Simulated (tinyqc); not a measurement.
Field from the level spacing.

Inverse problem. In a triangular well E_k = a_k (C F^2/mz1)^(1/3), a_1 = 2.338107, a_2 = 4.087949, C = hbar^2/(2 m0), F in eV/nm (1 MV/cm = 0.1 eV/nm). Find F, E_1, the mean distance 2 E_1/(3 F) of the lowest level and the sheet charge eps0 eps_r F/q behind such a field.

Values chosen for this exercise: relative permittivity eps_r = 11.9; mass along z of valley set A (6 valley(s)) mz1 = 0.263 m0.

Constants: q = 1.602176634e-19 C, hbar = 1.054571817e-34 J s, m0 = 9.1093837015e-31 kg, eps0 = 8.8541878128e-14 F/cm where lengths are in cm, hbar^2/(2 m0) = 0.0380998212 eV nm^2. Results are converted to the units shown.

spacing of the two lowest levels = 191.33906 meV

Solution. The spacing over a_2 - a_1 is the energy scale (C F^2/mz1)^(1/3), which gives F.

F = 0.950 MV/cm
E_1 = 256 meV
mean distance = 1.79 nm
sheet charge over q = 6.25e12 cm^-2

Program tinyqc, `OMP_NUM_THREADS=1 python tinyqc.py 2160109 2160110 out.jsonl`; Intel Xeon 2.30GHz, shared host, one thread, about 0.6 s.
